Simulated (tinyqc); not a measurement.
Changing the Luttinger gamma_3: shallow acceptor in the spherical model (Baldereschi-Lipari), strong spin-orbit limit. Computed by tinyqc, a small Python program. Command: `OMP_NUM_THREADS=1 python tinyqc.py 3003385 3003386 out.jsonl acceptor sweep`. One thread of a shared host (Intel(R) Xeon(R) Processor @ 2.30GHz), about 0.02 s of CPU time with the checks.

The 1S(3/2) state has an s envelope f(r) and a d envelope g(r). In effective units they obey -(f'' + 2f'/r + 2f/r) + mu (g'' + 5g'/r + 3g/r^2) = E f and -(g'' + 2g'/r - 6g/r^2 + 2g/r) + mu (f'' - f'/r) = E g. The cubic term, the split-off band and the central cell are left out.

Inputs (values chosen for the exercise, modelled on GaAs):

| quantity | value | unit |
|---|---|---|
| Luttinger gamma_1 | 6.95 | - |
| Luttinger gamma_2 | 1.98 | - |
| dielectric constant eps | 12.7 | - |
| spin-orbit gap Delta_so | 349 | meV |

Constants: Ry = 13.605693123 eV; a_0 = 0.529177210903 angstrom.

Method:
- Ry* = Ry/(gamma_1 eps^2), a* = a_0 eps gamma_1, mu = (6 gamma_3 + 4 gamma_2)/(5 gamma_1), delta = (gamma_3 - gamma_2)/gamma_1; spherical masses 1/(gamma_1 (1 - mu)) (heavy) and 1/(gamma_1 (1 + mu)) (light).
- Basis: f_i = exp(-zeta_i r), g_i = r exp(-zeta_i r), weight r^2 dr, s = zeta_i + zeta_j. S_ff = 2/s^3, H_ff = zeta_i zeta_j S_ff - 2/s^2; S_gg = 24/s^5, H_gg = 8/s^3 + 24 zeta_i zeta_j/s^5 - 12/s^4; H(f_i, g_j) = mu (6 zeta_i^2/s^4 + 2 zeta_i/s^3); S_fg = 0. Each function is normalised by sqrt(S_ii).
- Large basis: zeta_i = 0.08 x 1.55^(i-1), i = 1..20 in each channel; overlap eigenvalues below 1e-11 are dropped.
- Binding energies are -E Ry*; the mass that fits is E(1S) eps^2/Ry.

One run for each value:

| Luttinger gamma_3 | 1S(3/2) binding energy (meV) | d weight of 1S(3/2) | heavy-hole mass (m_0) | mu | 2S(3/2) binding energy (meV) |
|---|---|---|---|---|---|
| 0.879 | 13.971 | 0.06231 | 0.2320 | 0.37968 | 3.715 |
| 1.270 | 14.857 | 0.08717 | 0.2603 | 0.44719 | 4.027 |
| 1.660 | 16.051 | 0.11652 | 0.2964 | 0.51453 | 4.439 |
| 2.050 | 17.694 | 0.15068 | 0.3441 | 0.58187 | 4.993 |
| 2.440 | 20.035 | 0.18994 | 0.4102 | 0.64921 | 5.767 |
| 2.830 | 23.556 | 0.23465 | 0.5076 | 0.71655 | 6.910 |
| 3.230 | 29.541 | 0.28662 | 0.6711 | 0.78561 | 8.823 |
| 3.620 | 40.870 | 0.34385 | 0.9785 | 0.85295 | 12.398 |
| 4.010 | 71.402 | 0.40855 | 1.8051 | 0.92029 | 21.935 |

Over the rows, 1S(3/2) binding energy (meV) rises from 14.0 to 71.4 (exponent d ln y / d ln x 0.17 between the first rows and 5.5 between the last); d weight of 1S(3/2) rises from 0.0623 to 0.409 (exponent d ln y / d ln x 0.91 between the first rows and 1.7 between the last); heavy-hole mass (m_0) rises from 0.232 to 1.81 (exponent d ln y / d ln x 0.31 between the first rows and 6.0 between the last).

Caution (rows 3.23, 3.62, 4.01): gamma_3 and gamma_2 differ by more than 0.17 gamma_1: band warping, left out here, adds several per cent to the binding. Caution (rows 4.01): the binding exceeds a fifth of the spin-orbit gap Delta_so, so the split-off band, left out, matters. Caution (rows 4.01): the orbit is only a few bond lengths wide, so central-cell terms matter.
